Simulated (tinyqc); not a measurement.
From one set of inputs to another, one input at a time: estimate of lattice thermal conductivity from elastic moduli (Slack, Klemens and Cahill formulas). Computed by tinyqc, a small Python program. Command: `OMP_NUM_THREADS=1 python tinyqc.py 3006670 3006671 out.jsonl slack ladder`. One thread of a shared host (Intel(R) Xeon(R) Processor @ 2.30GHz), about 0.01 s of CPU time with the checks.

An isotropic solid.

The inputs printed are set A. Inputs not listed in the table keep their values of set A, so the rows need not describe a real material.

Inputs (values chosen for the exercise, for a model crystal):
```
quantity,value,unit
bulk modulus B,262,GPa
shear modulus G,133,GPa
volume per atom V,33.5,angstrom^3
mean atomic mass M,148,u
atoms per primitive cell n,2,-
volume expansion coefficient alpha_V,3.44,ppm/K
temperature T,300,K
disorder parameter Gamma,0.019,-
grain size d,25,nm
```

Grueneisen parameter: from thermal expansion.

Constants: u = 1.6605390666e-27 kg; hbar = 1.054571817e-34 J s; k_B = 1.380649e-23 J/K; h = 6.62607015e-34 J s.

Method:
- rho = M/V; vL = sqrt((B + 4G/3)/rho), vT = sqrt(G/rho); v_m = [(vL^-3 + 2 vT^-3)/3]^(-1/3); Poisson ratio sigma = (3B - 2G)/(6B + 2G); Theta = hbar v_m (6 pi^2/V)^(1/3)/k_B.
- gamma = alpha_V B V/(3 k_B), with the classical heat capacity 3 k_B per atom.
- Slack, an estimate for T near or above Theta_a: kappa = A M Theta_a^3 delta n^(1/3)/(gamma^2 T) in W/(m K), with M in u, delta = V^(1/3) in angstrom, Theta_a = Theta n^(-1/3) and A = 2.43e-6/(1 - 0.514/gamma + 0.228/gamma^2).
- High-temperature forms with the classical heat capacity. Klemens: kappa/kappa_0 = arctan(u)/u, u^2 = pi^2 Theta V Gamma kappa_0/(h v_m^2). Grains: 1/kappa_poly = 1/kappa + 1/(C v_m d/3), C = 3 k_B/(n V), the acoustic branches alone.

Each row keeps all changes above it:
```
input moved,from,to,Debye temperature Theta (K),Grueneisen parameter gamma,kappa with point defects (W/(m K))
set A,-,-,438.30,0.7290,79.01
disorder parameter Gamma,0.019,0.067,438.30,0.7290,43.42
mean atomic mass M (u),148,31.1,956.14,0.7290,94.72
volume per atom V (angstrom^3),33.5,20.7,882.42,0.4504,112.40
volume expansion coefficient alpha_V (ppm/K),3.44,22.2,882.42,2.9068,15.80
temperature T (K),300,900,882.42,2.9068,7.80
bulk modulus B (GPa),262,125,866.05,1.3868,20.52
shear modulus G (GPa),133,86.3,705.54,1.3868,13.11
```

Debye temperature Theta goes from 438 to 706, a factor 1.61 in all. The largest single move comes from mean atomic mass M (a factor 2.18), and shear modulus G works against it (a factor 0.815). Grueneisen parameter gamma goes from 0.729 to 1.39, a factor 1.90 in all. The largest single move comes from volume expansion coefficient alpha_V (a factor 6.45), and bulk modulus B works against it (a factor 0.477). Kappa with point defects goes from 79.0 to 13.1, a factor 0.166 in all. The largest single move comes from volume expansion coefficient alpha_V (a factor 0.141), and bulk modulus B works against it (a factor 2.63). The single moves hold for this order of the switches; the total does not depend on the order.

Caution (rows set A, disorder parameter Gamma, mean atomic mass M, volume per atom V, volume expansion coefficient alpha_V): T lies below Theta_a, where umklapp processes begin to freeze out and the Slack formula can fall short.

Extremes, crossings and ranges named in words are read from the listed rows.
